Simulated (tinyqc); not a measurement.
Effective-mass impurity with a central-cell term, in a basis of Slater functions: one step, computed by the program tinyqc. Command: `OMP_NUM_THREADS=1 python tinyqc.py 3020011 3020012 out.jsonl centralcell walk`. One thread of a shared host (Intel(R) Xeon(R) Processor @ 2.30GHz), about 0.01 s of CPU time with the checks.

The envelope obeys H = -nabla^2 - (2/r) [Z + A exp(-kappa r)] in effective units, with kappa = a*/lambda; positive A deepens the well near the core.

Problem. Effective units. Units: Ry* = Ry m/eps^2 and a* = a_0 eps/m, with m in m_0. kappa = a*/lambda; the hydrogenic ground state is bound by Z^2 Ry*.

Inputs (values chosen for the exercise, for a model semiconductor):
```
quantity                   value      unit
effective mass m           0.193       m_0
dielectric constant eps     7.78         -
charge Z of the core           1         -
central-cell range lambda    2.3  angstrom
```

Impurity: donor, one isotropic band.

Constants: Ry = 13.605693123 eV; a_0 = 0.529177210903 angstrom.

Give: Ry*; a*; kappa; hydrogenic binding energy.

Solution.

Ry* = 43.38 meV

a* = 21.33 angstrom

kappa = 9.275 1/a*

hydrogenic binding energy = 43.38 meV
